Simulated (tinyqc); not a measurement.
## Permittivity and interface capacitance from two thicknesses

Problem. 1/C = t/(eps0 ek) + 2/ci for planar capacitors that differ only in thickness. Find ek, ci and the EOT of the interfaces, 2 x 3.9 eps0/ci.

Constants: eps0 = 8.8541878128e-14 F/cm where lengths are in cm. Results are converted to the units shown.

C at t = 17 and 52 nm (uF/cm^2): [0.47657325, 0.15625846]

Solution. 1/C is a straight line in t: the slope gives ek and the intercept 2/ci. A single thickness would give only the effective permittivity; when the interfaces are a small part of 1/C, ci needs very accurate data.

ek = 9.19
ci = 220 uF/cm^2
EOT of the interfaces = 0.0314 nm

Program tinyqc, `OMP_NUM_THREADS=1 python tinyqc.py 2102152 2102153 out.jsonl`; Intel Xeon 2.30GHz, shared host, one thread, about 0.01 s.
